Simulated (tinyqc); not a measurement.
Inside a calculation. Method: Hubbard chain of 4 sites. One step of it, computed by the program tinyqc.

Task: Mean-field iteration 1. H(up) = T + U n(down), H(down) = T + U n(up); fill the lowest levels; n(new) = n + mixing (n(out) - n); E = tr T (rho up + rho down) + U sum n_up n_down of the output.

one-body matrix (hopping and site energies) (eV):
```
           1          2          3          4
1   0.000000  -1.620000   0.000000   0.000000
2  -1.620000   0.000000  -1.620000   0.000000
3   0.000000  -1.620000   0.000000  -1.620000
4   0.000000   0.000000  -1.620000   0.000000
```

U = 8.800000 eV

electrons, up and down: 2  2

mixing = 0.500000

n(up) at the start (a guess, not normalised): 1 0.550000, 2 0.450000, 3 0.550000, 4 0.450000

n(down) at the start (a guess): 1 0.450000, 2 0.550000, 3 0.450000, 4 0.550000

Give: levels, up; levels, down; energy; n(up) after iteration 1; n(down) after iteration 1.

Result:

levels, up (eV): 1.742  3.306  5.494  7.058

levels, down (eV): 1.742  3.306  5.494  7.058

energy = 1.063 eV

n(up) after iteration 1: 1 0.609, 2 0.417, 3 0.583, 4 0.391

n(down) after iteration 1: 1 0.391, 2 0.583, 3 0.417, 4 0.609
